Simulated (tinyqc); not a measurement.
# Electron continuity equation in a given potential, Scharfetter-Gummel discretisation: three discretisations compared

Steady state in one dimension: J = q mu n E + q D dn/dx with E = -dpsi/dx and D = mu Vt, dJ/dx = q (n/tau - G), fixed densities nL and nR at the ends. The potential is given, psi = U (x/L)^2, and is not changed by the electrons.

11 equal intervals. Fluxes J_i = (q D/h)(n_(i+1) P_i - n_i Q_i), d_i = (psi_(i+1) - psi_i)/Vt: Scharfetter-Gummel P = B(d), Q = B(-d), B(d) = d/(exp(d) - 1); central P = 1 - d/2, Q = 1 + d/2; upwind P = 1 + max(-d, 0), Q = 1 + max(d, 0). Balance at each inner node: J_i - J_(i-1) = q h (n_i/tau - G). The reference is Scharfetter-Gummel on 2200 intervals.

Values chosen for this exercise; mobility that of a made-up semiconductor:
```
symbol    value        unit                               meaning
T           300           K                           temperature
mu         1390  cm^2/(V s)                     electron mobility
L           2.6          um                  length of the region
nL       1.7e13       cm^-3                      density at x = 0
nR       4.6e12       cm^-3                      density at x = L
tau     3.2e-10           s                              lifetime
G             0  cm^-3 s^-1               uniform generation rate
U          0.46           V  potential difference psi(L) - psi(0)
```

Constants: q = 1.602176634e-19 C, kB = 1.380649e-23 J/K, Vt = kB T/q. Results are converted to the units shown.

Densities (cm^-3):

| node | Scharfetter-Gummel | central | upwind | reference |
|---|---|---|---|---|
| 0 | 1.700e13 | 1.700e13 | 1.700e13 | 1.700e13 |
| 1 | 1.108e13 | 1.111e13 | 1.097e13 | 1.106e13 |
| 2 | 7.842e12 | 7.894e12 | 7.814e12 | 7.822e12 |
| 3 | 5.903e12 | 5.956e12 | 5.943e12 | 5.881e12 |
| 4 | 4.650e12 | 4.700e12 | 4.733e12 | 4.628e12 |
| 5 | 3.793e12 | 3.837e12 | 3.899e12 | 3.771e12 |
| 6 | 3.178e12 | 3.216e12 | 3.297e12 | 3.156e12 |
| 7 | 2.720e12 | 2.753e12 | 2.852e12 | 2.699e12 |
| 8 | 2.368e12 | 2.385e12 | 2.533e12 | 2.347e12 |
| 9 | 2.097e12 | 2.213e12 | 2.378e12 | 2.077e12 |
| 10 | 1.997e12 | 1.276e12 | 2.652e12 | 1.977e12 |
| 11 | 4.600e12 | 4.600e12 | 4.600e12 | 4.600e12 |

What does the comparison show?

Largest errors as a share of the largest reference density listed: Scharfetter-Gummel 0.13 %, central 4.1 %, upwind 4.0 %. The largest |d| is 3.09. Upwinding stays positive but acts as if D were larger by the factor 1 + |d|/2, up to 2.54 here.

tinyqc, about 0.01 s, one thread, Intel Xeon 2.30GHz (shared host): `OMP_NUM_THREADS=1 python tinyqc.py 2220057 2220058 out.jsonl`
